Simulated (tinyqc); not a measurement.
Born-Oppenheimer dynamics on the RHF/6-31g surface (energies and gradients from PySCF), for H4, spin multiplicity 1, step by step. Computed by tinyqc, a small Python program that keeps every step (integrals from PySCF). Settings: charge = 0, multiplicity = 1, basis = 6-31g, time step (fs) = 1.0, steps = 24. Command: `OMP_NUM_THREADS=1 python tinyqc.py 31862 31863 out.jsonl` (the two numbers bound the seeds that draw the settings). One thread of a shared host (Intel(R) Xeon(R) Processor @ 2.60GHz), about 0.9 s of CPU time with the checks.

## Velocity Verlet step 1

positions (bohr), order 1H, 2H, 3H, 4H:
```
[[-0.039684, -0.043464, -0.022677],
 [0.119053, -0.047243, 1.404067],
 [0.011338, 1.910513, -0.015118],
 [0.071810, 1.938859, 1.562804]]
```

velocities (bohr per atomic time unit), order 1H, 2H, 3H, 4H:
```
[[-0.000423500, -0.000068250, -0.000171000],
 [0.000416500, -0.000090250, -0.000265000],
 [-0.000160500, 0.000002750, -0.000136000],
 [0.000167500, 0.000155750, 0.000572000]]
```

gradient (hartree/bohr), order 1H, 2H, 3H, 4H:
```
[[-0.00363853, 0.16387352, -0.04132015],
 [0.00429061, 0.15721450, 0.05881377],
 [-0.00479099, -0.15991944, -0.08701734],
 [0.00413890, -0.16116859, 0.06952372]]
```

masses (electron masses): [1837.152588, 1837.152588, 1837.152588, 1837.152588]

gradient after step 1 (hartree/bohr), order 1H, 2H, 3H, 4H:
```
[[-0.00284693, 0.13198687, -0.02417590],
 [0.00338026, 0.12789065, 0.03950263],
 [-0.00459837, -0.13062169, -0.07734370],
 [0.00406504, -0.12925582, 0.06201697]]
```

dt = 1 fs = 41.3414 atomic units; x' = x + v dt - g dt^2 / (2m); after the new gradient g', v' = v - (g + g') dt / (2m).

positions after step 1 (bohr), order 1H, 2H, 3H, 4H:
```
[[-0.055500, -0.122511, -0.010526],
 [0.134276, -0.124103, 1.365754],
 [0.006932, 1.985014, 0.019736],
 [0.076809, 2.020266, 1.554112]]
```

velocities after step 1 (bohr per atomic time unit), order 1H, 2H, 3H, 4H:
```
[[-0.000350529, -0.003397117, 0.000565928],
 [0.000330191, -0.003298105, -0.001371205],
 [-0.000054856, 0.003271768, 0.001713305],
 [0.000075193, 0.003423455, -0.000908027]]
```

## Velocity Verlet step 2

gradient after step 2 (hartree/bohr), order 1H, 2H, 3H, 4H:
```
[[0.00460691, 0.07395892, 0.02797162],
 [-0.00438682, 0.07338873, -0.01935898],
 [-0.00124259, -0.07449622, -0.01739608],
 [0.00102249, -0.07285143, 0.00878344]]
```

As before.

positions after step 2 (bohr), order 1H, 2H, 3H, 4H:
```
[[-0.068667, -0.324347, 0.024116],
 [0.146354, -0.319940, 1.290692],
 [0.006803, 2.181032, 0.126543],
 [0.078027, 2.221920, 1.487725]]
```

velocities after step 2 (bohr per atomic time unit), order 1H, 2H, 3H, 4H:
```
[[-0.000370331, -0.005714312, 0.000523220],
 [0.000341517, -0.005562796, -0.001597851],
 [0.000010864, 0.005579648, 0.002779268],
 [0.000017951, 0.005697460, -0.001704637]]
```

## Energy conservation

The total energy should stay constant up to terms of order dt^2; the step counts as short enough if it moves by less than 2 % of the largest kinetic energy.

Trajectory:
```
time (fs)  1H-2H (angstrom)  potential (hartree)  kinetic (hartree)  total (hartree)
0.000000           0.759661          -2.01661443         0.00081648      -2.01579795
1.000000           0.735188          -2.06733793         0.04688723      -2.02045070
2.000000           0.679837          -2.15542311         0.12942999      -2.02599313
3.000000           0.648994          -2.19793250         0.17521411      -2.02271839
4.000000           0.688137          -2.22826107         0.20547645      -2.02278462
5.000000           0.758916          -2.24725490         0.22423275      -2.02302215
6.000000           0.807342          -2.23984892         0.21908837      -2.02076055
7.000000           0.808515          -2.23593956         0.21571017      -2.02022940
8.000000           0.762622          -2.24431704         0.22329564      -2.02102140
9.000000           0.694626          -2.25229129         0.22972678      -2.02256451
10.000000          0.657774          -2.24127731         0.22036051      -2.02091680
11.000000          0.692322          -2.24112627         0.22061080      -2.02051547
12.000000          0.760299          -2.25300907         0.23036611      -2.02264296
13.000000          0.807793          -2.24329751         0.22269633      -2.02060118
14.000000          0.809053          -2.23666285         0.21664376      -2.02001910
15.000000          0.763500          -2.24306705         0.22234722      -2.02071983
16.000000          0.695468          -2.25160022         0.22944941      -2.02215081
17.000000          0.657813          -2.24378687         0.22233048      -2.02145639
18.000000          0.691520          -2.23879778         0.21941682      -2.01938096
19.000000          0.759447          -2.25268328         0.23008075      -2.02260253
20.000000          0.807434          -2.24464300         0.22410286      -2.02054014
21.000000          0.809356          -2.23681763         0.21702532      -2.01979232
22.000000          0.764329          -2.24169691         0.22132696      -2.02036996
23.000000          0.696313          -2.25051028         0.22885917      -2.02165110
24.000000          0.657866          -2.24592940         0.22426901      -2.02166039
```

The total energy moves within 1.0e-02 hartree; that is over 2 % of the largest kinetic energy, so the time step is too long.
